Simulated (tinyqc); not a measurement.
# Input admittance of a MOSFET at zero drain bias: distributed channel and distributed gate: effects of single changes

Source and drain grounded, strong inversion, w = 2 pi f, Cox = eps0 eox/tox. The channel is an RC line of resistance 1/(mu Cox Vo) per square fed from both ends, so one finger has the intrinsic admittance y = i w Cox L tanh(g)/g per width, g = (1/2) sqrt(i w tau), tau = L^2/(mu Vo). The vertical resistance rv/L is in series with y, the overlaps 2 i w Cov in parallel: y_t = 1/(1/y + rv/L) + 2 i w Cov. The gate strip is a line of Rsh/L per length loaded by y_t, so a finger has Y = y_t Wf tanh(k)/k, k = (Wf/sd) sqrt(y_t Rsh/L); the device has Nf Y.

Values chosen for this exercise; values of the order met in silicon radio-frequency transistors: relative permittivity of the gate insulator (close to aluminium oxide) eox = 8.85; insulator thickness tox = 9.3 nm; channel length L = 0.14 um; finger width Wf = 0.55 um; number of fingers Nf = 4; channel mobility mu = 120 cm^2/(V s); gate overdrive Vo = 0.48 V; sheet resistance of the gate Rsh = 32 ohm/square; vertical resistivity of the gate stack rv = 8.6 ohm um^2; number of ends at which a finger is contacted sd = 1; overlap and fringe capacitance on each side Cov = 0.17 fF/um; frequency f = 39 GHz.

Constants: eps0 = 8.8541878128e-14 F/cm where lengths are in cm. Results are converted to the units shown.

Each table varies one quantity; the others keep the values above.

## Input impedance against frequency

Low-frequency limits, with c = Cox L and ct = c + 2 Cov: R_strip = Rsh Wf/(3 sd^2 L Nf), R_ch = (c/ct)^2 L/(12 mu Cox Vo Wf Nf), R_vert = (c/ct)^2 rv/(L Wf Nf), C = ct Wf Nf. Z = 1/(Nf Y) = R + 1/(i w C), Q = |Im Z|/R, far-point signal |1/cosh k|.

The same in every row: low-frequency R (ohm) = 93.144.

Input impedance against frequency:
```
f (GHz),w tau,|k|,R (ohm),C (fF),Q,signal at the far point
0.4,0.0085521,0.016250,93.144,3.3431,1277.8,1.0000
0.9,0.019242,0.024375,93.144,3.3431,567.90,1.0000
2,0.042761,0.036336,93.143,3.3431,255.56,1.0000
5,0.10690,0.057451,93.142,3.3430,102.23,0.99998
10,0.21380,0.081239,93.138,3.3427,51.121,0.99994
20,0.42761,0.11484,93.121,3.3413,25.576,0.99976
60,1.2828,0.19801,92.939,3.3268,8.5793,0.99786
100,2.1380,0.25340,92.579,3.2982,5.2122,0.99431
300,6.4141,0.40322,88.378,2.9974,2.0026,0.96640
```

Read the table: what changes, and by how much?

R falls from 93.1 to 88.4 ohm and C falls from 3.34 to 3.00 fF. Q goes as f^(-1.00) between the first two rows and f^(-0.87) between the last two, where w tau = 6.41 and |k| = 0.403. The low-frequency limits hold both R and C within 5 % up to f = 100 GHz among the rows.

## Dividing a fixed width into fingers

Total width Wf Nf = 2.2 um; each finger also has a contact resistance Rc at each contacted end, which adds Rc/(sd Nf). The resistances are low-frequency limits, good while |k| is below about 1; the far-point signal is |1/cosh k| at f, without Rc.

The same in every row: R_ch + R_vert (ohm) = 82.67.

Dividing a fixed width into fingers:
```
Nf,Wf (um),R_strip (ohm),Rc/(sd Nf) for Rc = 30 ohm (ohm),sum (ohm),signal at the far point
1,2.200,167.6,30.00,280.3,0.9731
2,1.100,41.90,15.00,139.6,0.9957
4,0.5500,10.48,7.500,100.6,0.9991
8,0.2750,2.619,3.750,89.04,0.9998
16,0.1375,0.6548,1.875,85.20,0.9999
32,0.06875,0.1637,0.9375,83.77,1.000
64,0.03438,0.04092,0.4688,83.18,1.000
128,0.01719,0.01023,0.2344,82.91,1.000
```

What does the comparison show, and why?

R_strip falls as 1/Nf^2, from 168 to 0.0102 ohm, the contact term as 1/Nf, and R_ch + R_vert stays at 82.7 ohm since the total width is fixed. The sum is within a factor 1.5 of that floor from Nf = 4 on. More fingers add wiring capacitance, which is left out.

Program tinyqc, `OMP_NUM_THREADS=1 python tinyqc.py 2262030 2262031 out.jsonl`; Intel Xeon 2.30GHz, shared host, one thread, about 0.01 s.
